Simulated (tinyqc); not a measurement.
From results back to parameters: defect-molecule model of a vacancy with Jahn-Teller distortion. Two cases, with inputs chosen for the exercise.

Problem. With et the undistorted t2 level, Uc the repulsion of two electrons, I the Jahn-Teller coupling and k the force constant, the levels above Ev are E(2+/+) = et - E_JT, E(+/0) = et - 3 E_JT + Uc, the Stokes shift of the first transition is 2 E_JT, E_JT = 2 I^2/k and the distortion of the + state is 2 I/k. The values below come from hidden parameters.

Case 1.

levels (eV): (2+/+) 0.11246, (+/0) 0.04737

Stokes shift = 0.395087 eV
distortion of + = 0.176378 angstrom

Case 2.

levels (eV): (2+/+) 0.21061, (+/0) 0.15182

Stokes shift = 0.278785 eV
distortion of + = 0.143704 angstrom

Find: et, Uc; I; k.

Solution. E_JT is half the Stokes shift; et = E(2+/+) + E_JT; Uc = E(+/0) - E(2+/+) + 2 E_JT; with Q the distortion, I = E_JT/Q and k = 2 E_JT/Q^2.

Case 1.

et, Uc (eV): 0.310  0.330

I = 1.12 eV/angstrom
k = 12.7 eV/angstrom^2

Case 2.

et, Uc (eV): 0.350  0.220

I = 0.97 eV/angstrom
k = 13.5 eV/angstrom^2

Computed by tinyqc, one run a case: `OMP_NUM_THREADS=1 python tinyqc.py N N+1 out.jsonl` with N = 1451712, 1451783; one thread of a shared Intel(R) Xeon(R) Processor @ 2.30GHz, about 0.01 s a run at most.
